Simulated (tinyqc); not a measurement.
# Worked calculation: IGBT as a p-i-n diode in series with a MOS channel, on-state and switching loss

Computed by the program tinyqc: `OMP_NUM_THREADS=1 python tinyqc.py 2590040 2590041 out.jsonl`, one thread of a shared Intel Xeon 2.30GHz, about 0.01 s for the whole run. Printed values are rounded.

High injection (n = p) in a drift layer from x = -W/2 (anode) to +W/2 (cathode side), recombination only in the layer with lifetime tau, ideal emitters. The channel feeds the cathode side and carries the whole current. Auger recombination, carrier-carrier scattering, emitter losses and the carrier dip under the p body are left out.

Parameters, values chosen for the exercise; material values close to those of silicon: temperature T = 300 K; band gap Eg = 1.14 eV; conduction-band density of states at T Nc = 2.79e19 cm^-3; valence-band density of states at T Nv = 2.66e19 cm^-3; electron mobility mn = 1400 cm^2/(V s); hole mobility mp = 480 cm^2/(V s); width of the drift layer W = 200 um; doping of the drift layer Nd = 3.5e13 cm^-3; high-injection lifetime tau = 6.2 us; current density J = 150 A/cm^2; channel and accumulation resistance Rch = 0.81 mohm cm^2; link voltage Vdc = 1200 V; turn-off energy per stored charge and link voltage ks = 0.11; switching frequency f = 10 kHz.

Constants: q = 1.602176634e-19 C, kB = 1.380649e-23 J/K, Vt = kB T/q. Results are converted to the units shown.

## Ambipolar length

b = mn/mp, B = (b - 1)/(b + 1), La = sqrt(2 Vt mn mp tau/(mn + mp)), y = W/(2 La).

b = 2.916667
B = 0.4893617
La = 107.0443 um
y = 0.9341925

## Carrier profile

2 x/W, point 0 to 8: -1  -0.75  -0.5  -0.25  0  0.25  0.5  0.75  1

n(x) = (tau J/(2 q La))[cosh(x/La)/sinh y - B sinh(x/La)/cosh y]. x/La = (2 x/W) y.

n, point 0 to 8 (cm^-3): 4.673175e17  3.849512e17  3.236775e17  2.801392e17  2.519506e17  2.375671e17  2.362006e17  2.477763e17  2.729285e17

The density is 1.71 times higher at the anode than at the cathode side, since holes are the slower carriers; its smallest listed value is 6750 times Nd.

## On-state voltage

n(x) = (tau J/(2 q La))[cosh(x/La)/sinh y - B sinh(x/La)/cosh y]. Vm = Vt [(8 b/(b + 1)^2)(sinh y/s) arctan(s sinh y) + B ln((1 + B tanh^2 y)/(1 - B tanh^2 y))], s = sqrt(1 - B^2 tanh^2 y); Vj = Vt ln(n(-W/2) n(W/2)/ni^2), ni = sqrt(Nc Nv) exp(-Eg/(2 Vt)), Eg in volts; Vc = J Rch; Von = Vm + Vj + Vc.

Vm = 0.04250858 V
Vj = 0.9158934 V
Vc = 0.1215 V
Von = 1.079902 V

Vm does not depend on J, since the carrier density grows with it. Junctions, layer and channel take 85, 3.9 and 11 % of Von.

## Stored charge, losses and the unipolar alternative

Stored charge tau J, turn-off energy Eoff = ks tau J Vdc, loss at half duty 0.5 J Von + f Eoff. A unipolar device on the same layer has Vu = J (W/(q mn Nd) + Rch).

stored charge = 930 uC/cm^2
Eoff = 122.7600 mJ/cm^2
conduction loss = 80.99265 W/cm^2
switching loss = 1227.600 W/cm^2
Vu = 382.2547 V

Both losses would be equal at f = 0.660 kHz.
